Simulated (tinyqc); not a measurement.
Q-state Potts model on a small periodic square lattice: enumeration, Metropolis, heat-bath and Wolff steps: one step, computed by the program tinyqc.

E = -J x (number of nearest-neighbour bonds with equal states); n x n sites with periodic edges have 2 n^2 bonds. Order parameter m = (q f - 1)/(q - 1), f being the largest share of one state. Sites are numbered row by row from 0. Here q = 2 and n = 4.

Task: Exact averages. All q^(n^2) states are counted by their number b of equal bonds; weights g(b) exp(K b), K = J/(k_B T). Per site: u = -J <b>/n^2, c/k_B = K^2 (<b^2> - <b>^2)/n^2. ln Z = ln sum g(b) exp(K b); entropy per site s/k_B = (ln Z - K <b>)/n^2.

Inputs (values chosen for the exercise, for a model of domains or grain orientations): coupling J = 17 meV; temperature T = 253 K.

States by number of equal bonds:
```
b,g(b),probability
0,2,4.509866e-12
4,32,1.632482e-09
6,64,1.552962e-08
8,424,4.893609e-07
10,1728,9.486141e-06
12,6688,1.746323e-04
14,13568,1.685103e-03
16,20524,1.212426e-02
18,13568,3.812338e-02
20,6688,8.938287e-02
22,1728,1.098460e-01
24,424,1.282002e-01
26,64,9.204185e-02
28,32,2.188960e-01
32,2,3.095157e-01
```

K = 0.7797502

Give: <b>; energy u; heat capacity c; entropy s.

Result:

<b> = 26.614

energy u = -28.277 meV/site

heat capacity c = 0.80035 k_B/site

entropy s = 0.37911 k_B/site
